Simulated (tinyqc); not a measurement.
Inside a calculation (part 1 of 2). Method: RKS/PBE0 in the sto-3g basis, for BeH2, spin multiplicity 1. Computed by tinyqc, a small Python program that keeps every step (integrals from PySCF). Settings: charge = 0, multiplicity = 1, basis = sto-3g, energy threshold = 1e-08, iteration cap = 52, orthogonalisation = symmetric, start = highest core orbitals, DIIS depth = 8, damping = 0.5, method = RKS, functional = pbe0, grid = [40, 26]. Command: `OMP_NUM_THREADS=1 python tinyqc.py 24250 24251 out.jsonl` (the two numbers bound the seeds that draw the settings). One thread of a shared host (Intel(R) Xeon(R) Processor @ 2.60GHz), about 1 s of CPU time with the checks. Later iterations appear only in the table of the cycle.

## One-electron integrals

Geometry (angstrom):
```
atom         x          y         z
Be    0.000000   0.000000  0.000000
H     0.000000   1.713000  0.000000
H     0.000000  -1.713000  0.000000
```

Basis sto-3g: exponents (1/bohr^2) and contraction coefficients of normalised primitives:
```
element  l (shell)   exponent  coefficient
Be           s (1)  30.167871     0.154329
Be           s (1)   5.495115     0.535328
Be           s (1)   1.487193     0.444635
Be           s (2)   1.314833    -0.099967
Be           s (2)   0.305539     0.399513
Be           s (2)   0.099371     0.700115
Be           p (3)   1.314833     0.155916
Be           p (3)   0.305539     0.607684
Be           p (3)   0.099371     0.391957
H            s (1)   3.425251     0.154329
H            s (1)   0.623914     0.535328
H            s (1)   0.168855     0.444635
```

Overlap, kinetic and nuclear-attraction integrals over the contracted functions; the nuclear repulsion is the sum of Za Zb / Rab.

nuclear repulsion = 2.62580636 hartree

overlap S, order 1Be 1s, 1Be 2s, 1Be 2px, 1Be 2py, 1Be 2pz, 2H 1s, 3H 1s:
```
[[1.000000, 0.259517, 0.000000, 0.000000, 0.000000, 0.030638, 0.030638],
 [0.259517, 1.000000, 0.000000, 0.000000, 0.000000, 0.320125, 0.320125],
 [0.000000, 0.000000, 1.000000, 0.000000, 0.000000, 0.000000, 0.000000],
 [0.000000, 0.000000, 0.000000, 1.000000, 0.000000, 0.405697, -0.405697],
 [0.000000, 0.000000, 0.000000, 0.000000, 1.000000, 0.000000, 0.000000],
 [0.030638, 0.320125, 0.000000, 0.405697, 0.000000, 1.000000, 0.007132],
 [0.030638, 0.320125, 0.000000, -0.405697, 0.000000, 0.007132, 1.000000]]
```

kinetic energy T (hartree), order 1Be 1s, 1Be 2s, 1Be 2px, 1Be 2py, 1Be 2pz, 2H 1s, 3H 1s:
```
[[6.693975, -0.033012, 0.000000, 0.000000, 0.000000, -0.008844, -0.008844],
 [-0.033012, 0.211111, 0.000000, 0.000000, 0.000000, 0.024500, 0.024500],
 [0.000000, 0.000000, 0.660592, 0.000000, 0.000000, 0.000000, 0.000000],
 [0.000000, 0.000000, 0.000000, 0.660592, 0.000000, 0.090446, -0.090446],
 [0.000000, 0.000000, 0.000000, 0.000000, 0.660592, 0.000000, 0.000000],
 [-0.008844, 0.024500, 0.000000, 0.090446, 0.000000, 0.760032, -0.003510],
 [-0.008844, 0.024500, 0.000000, -0.090446, 0.000000, -0.003510, 0.760032]]
```

nuclear attraction V (hartree), order 1Be 1s, 1Be 2s, 1Be 2px, 1Be 2py, 1Be 2pz, 2H 1s, 3H 1s:
```
[[-15.178929, -2.059585, 0.000000, 0.000000, 0.000000, -0.241800, -0.241800],
 [-2.059585, -2.917586, 0.000000, 0.000000, 0.000000, -0.826480, -0.826480],
 [0.000000, 0.000000, -2.847349, 0.000000, 0.000000, 0.000000, 0.000000],
 [0.000000, 0.000000, 0.000000, -3.001810, 0.000000, -1.018113, 1.018113],
 [0.000000, 0.000000, 0.000000, 0.000000, -2.847349, 0.000000, 0.000000],
 [-0.241800, -0.826480, 0.000000, -1.018113, 0.000000, -2.614820, -0.022735],
 [-0.241800, -0.826480, 0.000000, 1.018113, 0.000000, -0.022735, -2.614820]]
```

core Hamiltonian H = T + V (hartree), order 1Be 1s, 1Be 2s, 1Be 2px, 1Be 2py, 1Be 2pz, 2H 1s, 3H 1s:
```
[[-8.484954, -2.092597, 0.000000, 0.000000, 0.000000, -0.250644, -0.250644],
 [-2.092597, -2.706476, 0.000000, 0.000000, 0.000000, -0.801980, -0.801980],
 [0.000000, 0.000000, -2.186758, 0.000000, 0.000000, 0.000000, 0.000000],
 [0.000000, 0.000000, 0.000000, -2.341218, 0.000000, -0.927667, 0.927667],
 [0.000000, 0.000000, 0.000000, 0.000000, -2.186758, 0.000000, 0.000000],
 [-0.250644, -0.801980, 0.000000, -0.927667, 0.000000, -1.854788, -0.026246],
 [-0.250644, -0.801980, 0.000000, 0.927667, 0.000000, -0.026246, -1.854788]]
```

## Two-electron integrals

Functions are numbered as in S; the eight-fold symmetry (ij|kl) = (ji|kl) = (kl|ij) leaves the list below.

Two-electron integrals (ij|kl) in chemists' order, unique and non-zero (hartree):
```
(11|11) 2.298831    (21|11) 0.392036    (21|21) 0.079539    (22|11) 0.570988
(22|21) 0.143041    (22|22) 0.417683    (31|31) 0.014607    (32|31) 0.021888
(32|32) 0.092265    (33|11) 0.569578    (33|21) 0.143083    (33|22) 0.417589
(33|33) 0.449859    (41|41) 0.014607    (42|41) 0.021888    (42|42) 0.092265
(43|43) 0.024249    (44|11) 0.569578    (44|21) 0.143083    (44|22) 0.417589
(44|33) 0.401360    (44|44) 0.449859    (51|51) 0.014607    (52|51) 0.021888
(52|52) 0.092265    (53|53) 0.024249    (54|54) 0.024249    (55|11) 0.569578
(55|21) 0.143083    (55|22) 0.417589    (55|33) 0.401360    (55|44) 0.401360
(55|55) 0.449859    (61|11) 0.045669    (61|21) 0.009260    (61|22) 0.016804
(61|33) 0.016694    (61|41) 0.000820    (61|42) 0.001552    (61|44) 0.017031
(61|55) 0.016694    (61|61) 0.001130    (62|11) 0.136218    (62|21) 0.034760
(62|22) 0.114133    (62|33) 0.109521    (62|41) 0.004481    (62|42) 0.029930
(62|44) 0.123247    (62|55) 0.109521    (62|61) 0.004478    (62|62) 0.051107
(63|31) 0.002829    (63|32) 0.014058    (63|43) 0.004883    (63|63) 0.004051
(64|11) 0.156420    (64|21) 0.040330    (64|22) 0.138360    (64|33) 0.130284
(64|41) 0.007123    (64|42) 0.046029    (64|44) 0.154367    (64|55) 0.130284
(64|61) 0.005370    (64|62) 0.069651    (64|64) 0.096958    (65|51) 0.002829
(65|52) 0.014058    (65|54) 0.004883    (65|65) 0.004051    (66|11) 0.308326
(66|21) 0.079928    (66|22) 0.295298    (66|33) 0.275008    (66|41) 0.010757
(66|42) 0.096484    (66|44) 0.335534    (66|55) 0.275008    (66|61) 0.010422
(66|62) 0.175986    (66|64) 0.252160    (66|66) 0.774606    (71|11) 0.045669
(71|21) 0.009260    (71|22) 0.016804    (71|33) 0.016694    (71|41) -0.000820
(71|42) -0.001552   (71|44) 0.017031    (71|55) 0.016694    (71|61) 0.001032
(71|62) 0.003781    (71|64) 0.004270    (71|66) 0.008674    (71|71) 0.001130
(72|11) 0.136218    (72|21) 0.034760    (72|22) 0.114133    (72|33) 0.109521
(72|41) -0.004481   (72|42) -0.029930   (72|44) 0.123247    (72|55) 0.109521
(72|61) 0.003781    (72|62) 0.023820    (72|64) 0.027102    (72|66) 0.059775
(72|71) 0.004478    (72|72) 0.051107    (73|31) 0.002829    (73|32) 0.014058
(73|43) -0.004883   (73|63) 0.001366    (73|73) 0.004051    (74|11) -0.156420
(74|21) -0.040330   (74|22) -0.138360   (74|33) -0.130284   (74|41) 0.007123
(74|42) 0.046029    (74|44) -0.154367   (74|55) -0.130284   (74|61) -0.004270
(74|62) -0.027102   (74|64) -0.030399   (74|66) -0.068375   (74|71) -0.005370
(74|72) -0.069651   (74|74) 0.096958    (75|51) 0.002829    (75|52) 0.014058
(75|54) -0.004883   (75|65) 0.001366    (75|75) 0.004051    (76|11) 0.004396
(76|21) 0.001088    (76|22) 0.003088    (76|33) 0.003055    (76|44) 0.003154
(76|55) 0.003055    (76|61) 0.000128    (76|62) 0.000861    (76|64) 0.001054
(76|66) 0.002265    (76|71) 0.000128    (76|72) 0.000861    (76|74) -0.001054
(76|76) 0.000023    (77|11) 0.308326    (77|21) 0.079928    (77|22) 0.295298
(77|33) 0.275008    (77|41) -0.010757   (77|42) -0.096484   (77|44) 0.335534
(77|55) 0.275008    (77|61) 0.008674    (77|62) 0.059775    (77|64) 0.068375
(77|66) 0.154458    (77|71) 0.010422    (77|72) 0.175986    (77|74) -0.252160
(77|76) 0.002265    (77|77) 0.774606
```

## Orthogonalisation

S = U s U^T; symmetric (Loewdin) form X = U s^(-1/2) U^T, so that X^T S X = 1.

eigenvalues of S: [0.422681, 0.498744, 0.964422, 1.000000, 1.000000, 1.543966, 1.570187]

X, order 1Be 1s, 1Be 2s, 1Be 2px, 1Be 2py, 1Be 2pz, 2H 1s, 3H 1s:
```
[[1.028346, -0.147791, 0.000000, 0.000000, 0.000000, 0.020181, 0.020181],
 [-0.147791, 1.122712, 0.000000, 0.000000, 0.000000, -0.188794, -0.188794],
 [0.000000, 0.000000, 1.000000, 0.000000, 0.000000, 0.000000, 0.000000],
 [0.000000, 0.000000, 0.000000, 1.165786, 0.000000, -0.261657, 0.261657],
 [0.000000, 0.000000, 0.000000, 0.000000, 1.000000, 0.000000, 0.000000],
 [0.020181, -0.188794, 0.000000, -0.261657, 0.000000, 1.129193, -0.041192],
 [0.020181, -0.188794, 0.000000, 0.261657, 0.000000, -0.041192, 1.129193]]
```

## Starting guess

The start is the highest orbitals of the core Hamiltonian (a deliberately bad start); D = 2 C_occ C_occ^T.

D at the start, order 1Be 1s, 1Be 2s, 1Be 2px, 1Be 2py, 1Be 2pz, 2H 1s, 3H 1s:
```
[[0.015256, -0.095970, 0.000000, 0.000000, 0.000000, 0.138390, 0.138390],
 [-0.095970, 0.603711, 0.000000, 0.000000, 0.000000, -0.870562, -0.870562],
 [0.000000, 0.000000, 1.996557, 0.000000, -0.082913, 0.000000, 0.000000],
 [0.000000, 0.000000, 0.000000, 0.839676, 0.000000, -1.123079, 1.123079],
 [0.000000, 0.000000, -0.082913, 0.000000, 0.003443, 0.000000, 0.000000],
 [0.138390, -0.870562, 0.000000, -1.123079, 0.000000, 2.757500, -0.246768],
 [0.138390, -0.870562, 0.000000, 1.123079, 0.000000, -0.246768, 2.757500]]
```

## Iteration 1: exchange-correlation on the grid

Becke grid with 40 radial and 26 angular points per atom, points of zero weight dropped. rho = sum D_ij phi_i phi_j; V_xc,ij = sum w v_xc phi_i phi_j plus the gradient terms; v_xc is d(rho eps)/d rho at fixed gradient. Exact exchange is left to K.

The 12 grid points with the largest w rho, of 3074 (bohr, atomic units):
```
x                 y         z         w       rho  |grad rho|^2     eps_xc       v_xc
-2.027932  0.000000  0.000000  0.701891  0.053148      0.004101  -0.255454  -0.331165
2.027932   0.000000  0.000000  0.701891  0.053148      0.004101  -0.255454  -0.331165
-2.328038  0.000000  0.000000  1.022617  0.035926      0.002561  -0.227727  -0.290174
2.328038   0.000000  0.000000  1.022617  0.035926      0.002561  -0.227727  -0.290174
-1.756824  0.000000  0.000000  0.475249  0.072150      0.005861  -0.280009  -0.364968
1.756824   0.000000  0.000000  0.475249  0.072150      0.005861  -0.280009  -0.364968
-2.659513  0.000000  0.000000  1.472510  0.021742      0.001229  -0.197749  -0.242310
2.659513   0.000000  0.000000  1.472510  0.021742      0.001229  -0.197749  -0.242310
-1.512615  0.000000  0.000000  0.316821  0.092411      0.008040  -0.301773  -0.393967
1.512615   0.000000  0.000000  0.316821  0.092411      0.008040  -0.301773  -0.393967
-3.025086  0.000000  0.000000  2.099380  0.011726      0.000420  -0.167440  -0.193704
3.025086   0.000000  0.000000  2.099380  0.011726      0.000420  -0.167440  -0.193704
```

electrons on the grid, sum of w rho = 5.970241

E_xc = sum of w rho eps_xc = -1.75471554 hartree

V_xc (hartree), order 1Be 1s, 1Be 2s, 1Be 2px, 1Be 2py, 1Be 2pz, 2H 1s, 3H 1s:
```
[[-0.297202, -0.076375, 0.000000, 0.000000, 0.000000, -0.008894, -0.008894],
 [-0.076375, -0.231472, 0.000000, 0.000000, 0.000000, -0.083388, -0.083388],
 [0.000000, 0.000000, -0.274397, 0.000000, 0.003935, 0.000000, 0.000000],
 [0.000000, 0.000000, 0.000000, -0.232658, 0.000000, -0.111277, 0.111277],
 [0.000000, 0.000000, 0.003935, 0.000000, -0.188449, 0.000000, 0.000000],
 [-0.008894, -0.083388, 0.000000, -0.111277, 0.000000, -0.393241, -0.001772],
 [-0.008894, -0.083388, 0.000000, 0.111277, 0.000000, -0.001772, -0.393241]]
```

## Iteration 1: building the Kohn-Sham matrix

J_ij = sum D_kl (ij|kl), K_ij = sum D_kl (ik|jl); F = H + J - 0.125 K + V_xc; E = tr D H + tr D J / 2 - 0.0625 tr D K + E_xc + E_nn.

Coulomb J (hartree), order 1Be 1s, 1Be 2s, 1Be 2px, 1Be 2py, 1Be 2pz, 2H 1s, 3H 1s:
```
[[2.468449, 0.626551, 0.000000, 0.000000, 0.000000, 0.073913, 0.073913],
 [0.626551, 2.036587, 0.000000, 0.000000, 0.000000, 0.691034, 0.691034],
 [0.000000, 0.000000, 2.027641, 0.000000, -0.004021, 0.000000, 0.000000],
 [0.000000, 0.000000, 0.000000, 2.149488, 0.000000, 0.899862, -0.899862],
 [0.000000, 0.000000, -0.004021, 0.000000, 1.930977, 0.000000, 0.000000],
 [0.073913, 0.691034, 0.000000, 0.899862, 0.000000, 2.434993, 0.015301],
 [0.073913, 0.691034, 0.000000, -0.899862, 0.000000, 0.015301, 2.434993]]
```

exchange K (hartree), order 1Be 1s, 1Be 2s, 1Be 2px, 1Be 2py, 1Be 2pz, 2H 1s, 3H 1s:
```
[[0.044396, 0.051824, 0.000000, 0.000000, 0.000000, -0.001177, -0.001177],
 [0.051824, 0.245365, 0.000000, 0.000000, 0.000000, 0.134771, 0.134771],
 [0.000000, 0.000000, 0.922681, 0.000000, -0.035289, 0.000000, 0.000000],
 [0.000000, 0.000000, 0.000000, 0.177879, 0.000000, 0.230207, -0.230207],
 [0.000000, 0.000000, -0.035289, 0.000000, 0.074392, 0.000000, 0.000000],
 [-0.001177, 0.134771, 0.000000, 0.230207, 0.000000, 1.385434, 0.013325],
 [-0.001177, 0.134771, 0.000000, -0.230207, 0.000000, 0.013325, 1.385434]]
```

Kohn-Sham matrix F (hartree), order 1Be 1s, 1Be 2s, 1Be 2px, 1Be 2py, 1Be 2pz, 2H 1s, 3H 1s:
```
[[-6.319256, -1.548900, 0.000000, 0.000000, 0.000000, -0.185477, -0.185477],
 [-1.548900, -0.932031, 0.000000, 0.000000, 0.000000, -0.211181, -0.211181],
 [0.000000, 0.000000, -0.548849, 0.000000, 0.004325, 0.000000, 0.000000],
 [0.000000, 0.000000, 0.000000, -0.446622, 0.000000, -0.167858, 0.167858],
 [0.000000, 0.000000, 0.004325, 0.000000, -0.453529, 0.000000, 0.000000],
 [-0.185477, -0.211181, 0.000000, -0.167858, 0.000000, 0.013785, -0.014382],
 [-0.185477, -0.211181, 0.000000, 0.167858, 0.000000, -0.014382, 0.013785]]
```

total energy of this density = -3.73107934 hartree

This density is the starting one.

## Iteration 1: diagonalisation and new density

Diagonalise F' = X^T F X, C = X C', fill 3 alpha and 3 beta electrons from the bottom; D = 2 C_occ C_occ^T; the new density keeps 0.5 of the old one (damping). Each column has its largest component positive (the first on a tie).

F' = X^T F X (hartree):
```
[[-6.245021, -0.655263, 0.000000, 0.000000, 0.000000, -0.023935, -0.023935],
 [-0.655263, -0.640521, 0.000000, 0.000000, 0.000000, -0.103563, -0.103563],
 [0.000000, 0.000000, -0.548849, 0.000000, 0.004325, 0.000000, 0.000000],
 [0.000000, 0.000000, 0.000000, -0.398317, 0.000000, -0.124403, 0.124403],
 [0.000000, 0.000000, 0.004325, 0.000000, -0.453529, 0.000000, 0.000000],
 [-0.023935, -0.103563, 0.000000, -0.124403, 0.000000, 0.145790, -0.037256],
 [-0.023935, -0.103563, 0.000000, 0.124403, 0.000000, -0.037256, 0.145790]]
```

orbital energies (hartree): [-6.321009, -0.593479, -0.549045, -0.453333, -0.447412, 0.137479, 0.232141]

coefficients C, order 1Be 1s, 1Be 2s, 1Be 2px, 1Be 2py, 1Be 2pz, 2H 1s, 3H 1s:
```
[[1.004776, -0.255554, 0.000000, 0.000000, 0.000000, 0.072597, 0.000000],
 [-0.020029, 1.057186, 0.000000, 0.000000, 0.000000, -0.485353, 0.000000],
 [0.000000, 0.000000, 0.998976, 0.045235, 0.000000, 0.000000, 0.000000],
 [0.000000, 0.000000, 0.000000, 0.000000, 1.023423, 0.000000, -0.669769],
 [0.000000, 0.000000, -0.045235, 0.998976, 0.000000, 0.000000, 0.000000],
 [0.004411, -0.034076, 0.000000, 0.000000, -0.029584, 0.791671, 0.867462],
 [0.004411, -0.034076, 0.000000, 0.000000, 0.029584, 0.791671, -0.867462]]
```

D after iteration 1, order 1Be 1s, 1Be 2s, 1Be 2px, 1Be 2py, 1Be 2pz, 2H 1s, 3H 1s:
```
[[1.082511, -0.338278, 0.000000, 0.000000, 0.000000, 0.082335, 0.082335],
 [-0.338278, 1.419899, 0.000000, 0.000000, 0.000000, -0.471394, -0.471394],
 [0.000000, 0.000000, 1.996232, 0.000000, -0.086645, 0.000000, 0.000000],
 [0.000000, 0.000000, 0.000000, 0.419838, 0.000000, -0.561539, 0.561539],
 [0.000000, 0.000000, -0.086645, 0.000000, 0.003768, 0.000000, 0.000000],
 [0.082335, -0.471394, 0.000000, -0.561539, 0.000000, 1.379931, -0.122203],
 [0.082335, -0.471394, 0.000000, 0.561539, 0.000000, -0.122203, 1.379931]]
```

## Iteration 2: exchange-correlation on the grid

As before.

The 12 grid points with the largest w rho, of 3074 (bohr, atomic units):
```
x                 y         z         w       rho  |grad rho|^2     eps_xc       v_xc
2.027932   0.000000  0.000000  0.701891  0.060862      0.005537  -0.266048  -0.345065
-2.027932  0.000000  0.000000  0.701891  0.060862      0.005537  -0.266048  -0.345065
-2.328038  0.000000  0.000000  1.022617  0.040953      0.003377  -0.236755  -0.302279
2.328038   0.000000  0.000000  1.022617  0.040953      0.003377  -0.236755  -0.302279
-1.756824  0.000000  0.000000  0.475249  0.082926      0.007819  -0.291988  -0.380726
1.756824   0.000000  0.000000  0.475249  0.082926      0.007819  -0.291988  -0.380726
-2.659513  0.000000  0.000000  1.472510  0.024757      0.001587  -0.205243  -0.253093
2.659513   0.000000  0.000000  1.472510  0.024757      0.001587  -0.205243  -0.253093
-1.512615  0.000000  0.000000  0.316821  0.106012      0.010111  -0.314566  -0.410811
1.512615   0.000000  0.000000  0.316821  0.106012      0.010111  -0.314566  -0.410811
3.025086   0.000000  0.000000  2.099380  0.013397      0.000540  -0.173554  -0.203013
-3.025086  0.000000  0.000000  2.099380  0.013397      0.000540  -0.173554  -0.203013
```

electrons on the grid, sum of w rho = 5.985319

E_xc = sum of w rho eps_xc = -1.96532758 hartree

V_xc (hartree), order 1Be 1s, 1Be 2s, 1Be 2px, 1Be 2py, 1Be 2pz, 2H 1s, 3H 1s:
```
[[-0.934877, -0.142746, 0.000000, 0.000000, 0.000000, -0.016664, -0.016664],
 [-0.142746, -0.262886, 0.000000, 0.000000, 0.000000, -0.080737, -0.080737],
 [0.000000, 0.000000, -0.294319, 0.000000, 0.002515, 0.000000, 0.000000],
 [0.000000, 0.000000, 0.000000, -0.253694, 0.000000, -0.102194, 0.102194],
 [0.000000, 0.000000, 0.002515, 0.000000, -0.235555, 0.000000, 0.000000],
 [-0.016664, -0.080737, 0.000000, -0.102194, 0.000000, -0.329033, -0.002012],
 [-0.016664, -0.080737, 0.000000, 0.102194, 0.000000, -0.002012, -0.329033]]
```

## Iteration 2: building the Kohn-Sham matrix

As before.

Coulomb J (hartree), order 1Be 1s, 1Be 2s, 1Be 2px, 1Be 2py, 1Be 2pz, 2H 1s, 3H 1s:
```
[[4.669018, 0.987155, 0.000000, 0.000000, 0.000000, 0.115634, 0.115634],
 [0.987155, 2.418669, 0.000000, 0.000000, 0.000000, 0.703966, 0.703966],
 [0.000000, 0.000000, 2.445335, 0.000000, -0.004202, 0.000000, 0.000000],
 [0.000000, 0.000000, 0.000000, 2.456037, 0.000000, 0.873272, -0.873272],
 [0.000000, 0.000000, -0.004202, 0.000000, 2.348703, 0.000000, 0.000000],
 [0.115634, 0.703966, 0.000000, 0.873272, 0.000000, 2.092247, 0.018140],
 [0.115634, 0.703966, 0.000000, -0.873272, 0.000000, 0.018140, 2.092247]]
```

exchange K (hartree), order 1Be 1s, 1Be 2s, 1Be 2px, 1Be 2py, 1Be 2pz, 2H 1s, 3H 1s:
```
[[2.370163, 0.440394, 0.000000, 0.000000, 0.000000, 0.048898, 0.048898],
 [0.440394, 0.669900, 0.000000, 0.000000, 0.000000, 0.192006, 0.192006],
 [0.000000, 0.000000, 1.014608, 0.000000, -0.036877, 0.000000, 0.000000],
 [0.000000, 0.000000, 0.000000, 0.213220, 0.000000, 0.147932, -0.147932],
 [0.000000, 0.000000, -0.036877, 0.000000, 0.166596, 0.000000, 0.000000],
 [0.048898, 0.192006, 0.000000, 0.147932, 0.000000, 0.740947, 0.029613],
 [0.048898, 0.192006, 0.000000, -0.147932, 0.000000, 0.029613, 0.740947]]
```

Kohn-Sham matrix F (hartree), order 1Be 1s, 1Be 2s, 1Be 2px, 1Be 2py, 1Be 2pz, 2H 1s, 3H 1s:
```
[[-5.047084, -1.303237, 0.000000, 0.000000, 0.000000, -0.157786, -0.157786],
 [-1.303237, -0.634430, 0.000000, 0.000000, 0.000000, -0.202752, -0.202752],
 [0.000000, 0.000000, -0.162568, 0.000000, 0.002922, 0.000000, 0.000000],
 [0.000000, 0.000000, 0.000000, -0.165527, 0.000000, -0.175081, 0.175081],
 [0.000000, 0.000000, 0.002922, 0.000000, -0.094434, 0.000000, 0.000000],
 [-0.157786, -0.202752, 0.000000, -0.175081, 0.000000, -0.184192, -0.013819],
 [-0.157786, -0.202752, 0.000000, 0.175081, 0.000000, -0.013819, -0.184192]]
```

total energy of this density = -10.19521359 hartree

This density is a damped mixture and is not idempotent.
